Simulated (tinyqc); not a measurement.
A spin-degenerate level with charging energy between two leads, rate equations: relaxation from the empty dot.

States 0, up, down and 2 with energies 0, e1 - Ez/2, e1 + Ez/2 and 2 e1 + U. mu_L = +V/2, mu_R = -V/2 (meV), f(x) = 1/(1 + exp(x/kB T)). A transition that adds one electron of given spin at the energy E has the rate G f(E - mu) from each lead, and its reverse G [1 - f(E - mu)]. I counts electrons leaving the left lead, times q.

Explicit Euler step: p(new) = p + dt W p.

Stop when no probability changes by more than 1e-8 in a step, or after 400 steps.

Values chosen for this exercise:
```
symbol  value  unit    meaning
dt        1.1    ns  time step
```

W (1/ns):
```
              0         up       down          2
0     -0.330717   0.001642   0.001642   0.000000
up     0.165358  -0.111683   0.000000   0.056959
down   0.165358   0.000000  -0.111683   0.056959
2      0.000000   0.110041   0.110041  -0.113918
```

p at the start: 0 1, up 0, down 0, 2 0

Course of the iteration:
```
step      p(0)     p(up)   p(down)      p(2)  largest change
1     0.636211  0.181894  0.181894  0.000000           0.364
2     0.405422  0.275272  0.275272  0.044035           0.231
3     0.258928  0.317957  0.317957  0.105157           0.146
4     0.165881  0.332582  0.332582  0.168955          0.0930
5     0.106737  0.332483  0.332483  0.228298          0.0593
6     0.069108  0.325356  0.325356  0.280181          0.0519
7     0.045142  0.315511  0.315511  0.323837          0.0437
8     0.029859  0.305251  0.305251  0.359639          0.0358
...        ...       ...       ...       ...             ...
57    0.002518  0.253687  0.253687  0.490107         5.42e-8
58    0.002518  0.253687  0.253687  0.490107         4.09e-8
59    0.002518  0.253687  0.253687  0.490107         3.09e-8
60    0.002518  0.253687  0.253687  0.490107         2.34e-8
61    0.002518  0.253687  0.253687  0.490107         1.77e-8
62    0.002518  0.253687  0.253687  0.490107         1.33e-8
63    0.002518  0.253687  0.253687  0.490107         1.01e-8
64    0.002518  0.253687  0.253687  0.490107         7.61e-9
```

Did this iteration meet its convergence test, and what does its course show?

Yes. The steps settle after 64 steps (70.4 ns) on the steady state above. The decay rates of W are 0.112, 0.222 and 0.334 1/ns; stability needs dt below 2 over the largest, 5.99 ns.

Range of the model: Rate equations need hbar G well below kB T; cotunnelling and the Kondo effect are left out.

Program tinyqc, `OMP_NUM_THREADS=1 python tinyqc.py 2780045 2780046 out.jsonl`; Intel Xeon 2.30GHz, shared host, one thread, about 0.01 s.
